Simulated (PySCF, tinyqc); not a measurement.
Starting guesses with DIIS over 6 matrices: SCF starting guesses in the sto-3g basis, for BeH+, spin multiplicity 1. Computed by the program tinyqc with PySCF. 

Geometry (angstrom):
```
atom,x,y,z
Be,0.0000,0.0000,0.0000
H,0.0000,0.0000,2.4420
```

lowest restricted solution found by these runs and by PySCF = -14.514010 hartree

RHF with one setting changed at a time; a run stops when the energy changes by less than 1e-09 hartree and the error matrix is below 1e-5. Starts: the lowest orbitals of the core Hamiltonian, of the Wolfsberg-Helmholz matrix (K = 1.75), projected atomic densities, random orbitals, and the highest orbitals of the core Hamiltonian (a deliberately bad start).

Largest element of the error matrix X^T (FDS - SDF) X:
```
iteration,core,Wolfsberg-Helmholz,atomic densities,random,highest core orbitals
1,1.7e-01,2.6e-01,6.3e-02,3.9e+00,1.0e-02
2,2.7e-02,1.1e-01,1.6e-01,2.4e-01,3.8e-01
3,1.3e-02,7.5e-02,1.6e-01,3.4e-01,3.7e-01
4,3.9e-03,5.7e-02,1.3e-01,5.3e-02,1.1e-01
5,3.7e-04,3.1e-02,1.1e-01,6.5e-03,2.6e-01
6,1.6e-05,2.9e-02,5.8e-02,2.0e-03,2.7e-01
8,1.7e-08,3.6e-04,1.0e-04,2.3e-05,2.6e-01
10,-,2.1e-06,1.4e-06,9.1e-08,2.5e-01
14,-,-,-,-,2.6e-01
20,-,-,-,-,2.6e-01
30,-,-,-,-,3.8e-04
```

How each run ends:
```
run,iterations,E (hartree),state
core,8,-14.514010,lowest found
Wolfsberg-Helmholz,11,-14.514010,lowest found
atomic densities,10,-14.514010,lowest found
random,10,-14.514010,lowest found
highest core orbitals,33,-14.514010,lowest found
```

5 of 5 runs reach the lowest restricted solution found, in 8 to 33 iterations (fastest: core). The first errors are 2e-01, 3e-01, 6e-02, 4e+00, 1e-02; the deliberately bad start has the smallest one, so a small first error does not mark a good start. The restricted reference is unstable here: a spin-polarised solution lies 0.0659 hartree lower (PySCF), so results built on it describe a poor reference.
